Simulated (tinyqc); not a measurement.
Printed widths: electron-beam lithography: double-Gaussian proximity function, edge placement and dose correction for parallel lines. Computed by tinyqc, a small Python program. Command: `OMP_NUM_THREADS=1 python tinyqc.py 3113884 3113885 out.jsonl proximity walk`. One thread of a shared host (Intel(R) Xeon(R) Processor @ 2.30GHz), about 0.01 s of CPU time with the checks.

Lines are infinitely long. Absorbed energy is counted so that the middle of a very large area written at dose 1 receives 1; the resist develops where it exceeds 1/2.

Inputs (values chosen for the exercise, of the order of those for 30 keV electrons in resist on silicon): forward range alpha = 0.022 micrometre; backscatter range beta = 4.9 micrometre; backscatter ratio eta = 0.61.

line widths (micrometre): 6.6  0.049  0.052  4.6  0.033

gaps between the lines (micrometre): 0.49  0.13  0.13  2.8

Method:
- The first line starts at x = 0; each next one starts after the width and the gap.
- f(r) = [exp(-r^2/alpha^2)/alpha^2 + eta exp(-r^2/beta^2)/beta^2]/(pi (1 + eta)). A line from a to b at dose d gives E(x) = d [S(alpha) + eta S(beta)]/(1 + eta), S(s) = [erf((b - x)/s) - erf((a - x)/s)]/2.
- M_ij is the mean of E at the two edges of line i from line j at dose 1.
- Uncorrected edge energies are M 1. Solve M d = 1/2 for the doses d that put the mean edge energy of every line at the threshold.
- Edges are the roots of E(x) = 1/2 between a line centre and the middle of the next gap. Three cases: dose 1 everywhere; one common dose equal to the mean of d; the corrected doses.

Lines (micrometre):
```
line  left edge  right edge   centre
1         0.000       6.600   3.3000
2         7.090       7.139   7.1145
3         7.269       7.321   7.2950
4         7.451      12.051   9.7510
5        14.851      14.884  14.8675
```

corrected doses: 1 0.89164, 2 0.71737, 3 0.72210, 4 0.90702, 5 1.42923

Width error, printed less drawn (nm):
```
line  drawn width (nm)   dose 1  mean dose  corrected
1                 6600    7.895      3.181   0.009383
2                   49   15.718     10.805   0.000027
3                   52   15.448     10.557   0.000037
4                 4600    6.950      2.264   0.012617
5                   33  -21.657    missing   0.000050
```

What does the comparison show, and why?

With the common mean dose the errors span 8.5 nm. With corrected doses the largest error is 0.01 nm.

Extremes, crossings and ranges named in words are read from the listed rows.
